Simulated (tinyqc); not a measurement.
Admittance spectroscopy of a deep trap: admittance against temperature.

Schottky contact on an n-type layer with shallow donors Nd (all ionised) and a donor-like deep trap, neutral when filled and positive when empty; depletion approximation. Traps within lam of the depletion edge stay filled. The traps at xt = W - lam, where the level crosses the Fermi level, follow a slow signal and not a fast one. w = 2 pi f.

Emission rate en = sn vth(T) Nc(T) exp(-Et/kB T) = sn g T^2 exp(-Et/kB T), g = vth Nc/(300 K)^2, as vth goes as T^0.5 and Nc as T^1.5 (degeneracy factor 1). lam = sqrt(2 eps0 eps_r (EF - ET)/(q Nd)), EF - ET = Et - (kB T/q) ln(Nc(T)/Nd), Nc(T) = Nc (T/300 K)^1.5. In the steady state at the band bending V, 2 eps0 eps_r V/q = Nd W^2 + Nt (W - lam)^2 (the second term only if W > lam). V = Vbi + Vr. C_HF = eps0 eps_r/W, C_LF = eps0 eps_r (Nd + Nt)/(Nd W + Nt xt). Inflection frequency w0 = 2 en [1 + Nt xt/(Nd W)]; C = C_HF + (C_LF - C_HF)/(1 + (w/w0)^2), G/w = (C_LF - C_HF)(w/w0)/(1 + (w/w0)^2).

Parameters, values chosen for the exercise; material values those of a made-up semiconductor: relative permittivity eps_r = 13.9; conduction-band density of states at 300 K Nc = 6.03e17 cm^-3; thermal velocity at 300 K vth = 4.4e7 cm/s; shallow donor density Nd = 1.1e16 cm^-3; built-in voltage Vbi = 0.84 V; depth of the trap below the conduction edge Et = 0.18 eV; capture cross-section sn = 3.6e-17 cm^2; trap density Nt = 9.6e14 cm^-3; reverse bias Vr = 1.7 V; signal frequency f = 860 Hz.

Constants: q = 1.602176634e-19 C, kB = 1.380649e-23 J/K, eps0 = 8.8541878128e-14 F/cm where lengths are in cm. Results are converted to the units shown.

Result of one run:

| w0/(2 pi) (Hz) | C (nF/cm^2) | G/w (nF/cm^2) |
|---|---|---|
| 2042 | 21.53 | 0.1416 |

Which temperature T gave this result: 146, 167, 182, 189 or 196 K?

T = 189 K.

The whole series:

| T (K) | w0/(2 pi) (Hz) | C (nF/cm^2) | G/w (nF/cm^2) |
|---|---|---|---|
| 146 | 46.96 | 21.17 | 0.02296 |
| 153 | 99.26 | 21.18 | 0.04759 |
| 160 | 197.3 | 21.20 | 0.09018 |
| 167 | 371.6 | 21.25 | 0.1491 |
| 174 | 667.3 | 21.34 | 0.1964 |
| 182 | 1238 | 21.46 | 0.1876 |
| 189 | 2042 | 21.53 | 0.1416 |
| 196 | 3260 | 21.56 | 0.09654 |
| 203 | 5051 | 21.58 | 0.06399 |
| 210 | 7619 | 21.58 | 0.04257 |
| 217 | 1.122e4 | 21.58 | 0.02875 |

G/w goes from 0.0230 through a maximum of 0.196 (at T = 174 K among the rows listed) to 0.0287 nF/cm^2, where w0 passes the signal: w0/(2 pi) rises from 47.0 to 11200 Hz. C rises from 21.2 to 21.6 nF/cm^2.

Computed by the program tinyqc: `OMP_NUM_THREADS=1 python tinyqc.py 2050110 2050111 out.jsonl`, one thread of a shared Intel Xeon 2.30GHz, about 0.01 s for the whole run.
